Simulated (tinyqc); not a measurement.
# Straight dislocations in isotropic elasticity: fields, energies, partials, Peierls stress and walls, step by step

A worked calculation. Computed by tinyqc, a small Python program that keeps every step. Command: `OMP_NUM_THREADS=1 python tinyqc.py 3021424 3021425 out.jsonl disloc walk`. One thread of a shared host (Intel(R) Xeon(R) Processor @ 2.30GHz), about 0.01 s of CPU time with the checks. Intermediate numbers are printed to about 5 digits and carried at full precision; extremes and crossings named in words are read from the listed rows.

The line runs along z, the glide plane is y = 0, and beta is the angle between b and the line (0 screw, 90 degrees edge): b_e = b sin(beta) along +x with the extra half plane at y > 0, b_s = b cos(beta). Stress is positive in tension.

Inputs (values chosen for the exercise, for a model fcc or diamond crystal):
```
quantity                          value        unit
shear modulus G                    43.3         GPa
Poisson ratio nu                   0.23           -
Burgers vector b                  4.263    angstrom
stacking-fault energy gamma        25.6      mJ/m^2
dislocation density rho         3.6e+11       1/m^2
core radius r0/b                    1.5           -
misfit volume of a solute dV       -3.1  angstrom^3
temperature T                       500           K
unstable fault energy gamma_us     1460      mJ/m^2
tilt angle theta                    1.6     degrees
source length l                     120          nm
```

Character: 30-degree.

field point (x, y) (nm): 1.6  -2

Constants: 1 eV/angstrom^3 = 160.2176634 GPa; k_B = 8.617333262e-05 eV/K.

## Line energy and line tension

Energy factor K = G [cos^2(beta) + sin^2(beta)/(1 - nu)]. E = K b^2/(4 pi) ln(R/r0) with R = 1/(2 sqrt(rho)); tension T = E + d^2E/d(beta)^2 = G b^2 [1 + nu - 3 nu sin^2(beta)]/(4 pi (1 - nu)) ln(R/r0). The core energy is taken into r0.

energy factor K = 46.533 GPa

ln(R/r0) = 7.1726

line energy E = 30.127 eV/nm

line tension T = 38.500 eV/nm

stored energy rho E = 1.7377 kJ/m^3

T/E = 1.28: bowing turns parts of the line towards the costlier edge character, so it is stiff.

## Stress at a point

With D = G b_e/(2 pi (1 - nu)), S = G b_s/(2 pi), r^2 = x^2 + y^2: s_xx = -D y (3x^2 + y^2)/r^4, s_yy = D y (x^2 - y^2)/r^4, s_xy = D x (x^2 - y^2)/r^4, s_zz = nu (s_xx + s_yy), s_xz = -S y/r^2, s_yz = S x/r^2. Pressure p = -trace/3.

stress (MPa):
```
        x       y      z
x  1035.5  -102.1  775.7
y  -102.1   127.7  620.5
z   775.7   620.5  267.5
```

pressure p = -476.92 MPa

The point lies below the glide plane, on the stretched side.

## Force on a second, equal dislocation at that point; binding of a solute

Peach-Koehler force per length on a parallel dislocation with the same b: in the glide plane F_x = s_xy b_e + s_yz b_s, normal to it F_y = -(s_xx b_e + s_xz b_s), which drives climb of the edge part or cross-slip of a screw. A solute with misfit volume dV has the energy p dV, and its dilute concentration is scaled by exp(-p dV/(k_B T)).

glide force F_x = 207.33 mN/m

normal force F_y = -507.09 mN/m

solute energy = 9.2277 meV

concentration ratio = 0.80721

Along x the second dislocation is repelled. The undersized solute is depleted here.

## Splitting into partials

Shockley partials have b_p = b/sqrt(3) at the angles beta -/+ 30 degrees; their repulsion balances the fault at d = G b_p^2/(8 pi gamma) (2 - nu)/(1 - nu) [1 - 2 nu cos(2 beta)/(2 - nu)].

partial Burgers vector b_p = 2.4612 angstrom

splitting width d = 8.1536 nm

d/b = 19.126

Widely split: cross-slip and climb need a constriction first.

## Peierls-Nabarro core of the undissociated dislocation

Misfit energy gamma(u) = (gamma_us/2)(1 - cos(2 pi u/b)), so the largest restoring stress is tau_max = pi gamma_us/b; u(x) = b/2 + (b/pi) arctan(x/zeta), zeta = K b/(4 pi tau_max). Summing the misfit energy over atomic rows a' apart gives, for a wide core, W_P = (K b^2/pi) exp(-2 pi zeta/a') and sigma_P = (K b/a') exp(-2 pi zeta/a'); a' = b/2 for edge and 30-degree lines, b sqrt(3)/2 for screw and 60-degree lines.

tau_max = 10.759 GPa

half width zeta = 1.4672 angstrom

row spacing a' = 2.1315 angstrom

Peierls barrier W_P = 222.36 meV/nm

Peierls stress sigma_P = 1231.7 MPa

zeta/a' = 0.69 and sigma_P/G = 0.028: the stress falls by a factor e for each a'/(2 pi) of half width.

## Strength from dislocations

Frank-Read source, averaged over the loop: tau = G b/(2 pi l) [(1 - nu/2)/(1 - nu)] ln(l/r0). Taylor hardening: tau = 0.3 G b sqrt(rho).

Frank-Read stress = 147.29 MPa

Taylor stress = 3.3226 MPa

Of the source, forest and Peierls stresses the largest here is the Peierls stress.

## Low-angle tilt boundary

A symmetric tilt wall of edge dislocations has the spacing h = b/(2 sin(theta/2)); Read-Shockley: gamma_b = E0 theta (A - ln theta), E0 = G b/(4 pi (1 - nu)), A = 1 + ln(b/(2 pi r0)), theta in radians.

spacing h = 15.266 nm

boundary energy = 124.38 mJ/m^2

angle of the maximum, exp(A - 1) = 6.0793 degrees

## Character of the line

E = K b^2/(4 pi) ln(R/r0); T = G b^2 [1 + nu - 3 nu sin^2(beta)]/(4 pi (1 - nu)) ln(R/r0).

From screw to edge:
```
beta (degrees)  K (GPa)  E (eV/nm)  T (eV/nm)  d (nm)
0                43.300     28.033     44.780   6.936
15               44.166     28.594     43.098   7.262
30               46.533     30.127     38.500   8.154
45               49.767     32.220     32.220   9.371
60               53.000     34.313     25.940  10.589
75               55.367     35.846     21.342  11.480
90               56.234     36.407     19.660  11.807
```

The edge costs 1/(1 - nu) = 1.299 times the screw in energy, yet its tension is only (1 - 2 nu)/(1 + nu) = 0.439 of the screw value, so loops under stress are elongated along b. The edge splits 1.70 times as widely, (2 + nu)/(2 - 3 nu), since there the larger, edge parts of the partials repel with the factor 1/(1 - nu) and the small screw parts attract, while in the screw the roles are exchanged.

Checks made by the program: zero divergence of the stress field, by differences and relative to the size of its gradient (relative difference below 1e-10); splitting against the force between the two partials (relative difference below 1e-10).
